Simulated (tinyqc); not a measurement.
## Length offset and series resistance from crossing lines

Problem. R_total = Rs + k (L - dL)/Vo with constant Rs, dL and k. Find k, dL and Rs.

R_total at (L, Vo) = (90, 0.43), (180, 0.43), (90, 0.85) and (180, 0.85), L in nm and Vo in V (ohm um): 326.46512  577.62791  229.38824  356.44706

Solution. At each overdrive R is a straight line in L with slope k/Vo; the two lines cross at L = dL, R = Rs.

k = 1.20 ohm um V/nm
dL = 19.6 nm
Rs = 130 ohm um

Numbers from tinyqc (`OMP_NUM_THREADS=1 python tinyqc.py 2282167 2282168 out.jsonl`; about 0.03 s on one thread of a shared Intel Xeon 2.30GHz).
